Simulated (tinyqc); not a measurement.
## Voltage drop against the resistance from a pad node to the supply

A grid of 17 by 17 nodes with segments Rx (rows) and Ry (columns); every node draws I1 and the central node kh I1; pads with resistance Rp sit at the nodes whose row and column are multiples of the pitch, counting from 0. The drops u = Vdd - V follow from G u = i, with G the conductance matrix and i the load currents, solved directly. Here the pitch is 8.

Parameters, values chosen for the exercise:
- Vdd = 0.7 V (supply voltage)
- Rx = 1.1 ohm (resistance of a horizontal segment)
- Ry = 1.6 ohm (resistance of a vertical segment)
- kh = 1 (factor on the load at the hot node)
- I1 = 0.11 mA (load current of a node in the large grid)

Voltage drop against the resistance from a pad node to the supply:

| Rp (ohm) | pads | worst drop (mV) | mean drop (mV) | largest drop at a pad (mV) | largest pad current (mA) | worst drop over Vdd (%) |
|---|---|---|---|---|---|---|
| 0.012 | 9 | 3.507 | 2.857 | 0.07360 | 6.133 | 0.5009 |
| 0.024 | 9 | 3.555 | 2.904 | 0.1464 | 6.098 | 0.5079 |
| 0.048 | 9 | 3.651 | 2.998 | 0.2895 | 6.032 | 0.5216 |
| 0.095 | 9 | 3.839 | 3.180 | 0.5615 | 5.911 | 0.5484 |
| 0.19 | 9 | 4.217 | 3.545 | 1.083 | 5.700 | 0.6024 |
| 0.38 | 9 | 4.966 | 4.264 | 2.044 | 5.378 | 0.7094 |
| 0.76 | 9 | 6.417 | 5.674 | 3.770 | 4.960 | 0.9167 |

The worst drop rises from 3.51 to 6.42 mV and the mean drop rises from 2.86 to 5.67 mV. The worst drop goes as Rp^(0.02) between the first two rows and Rp^(0.37) between the last two. The central node is itself a pad.

Computed by the program tinyqc: `OMP_NUM_THREADS=1 python tinyqc.py 2770123 2770124 out.jsonl`, one thread of a shared Intel Xeon 2.30GHz, about 0.1 s for the whole run.
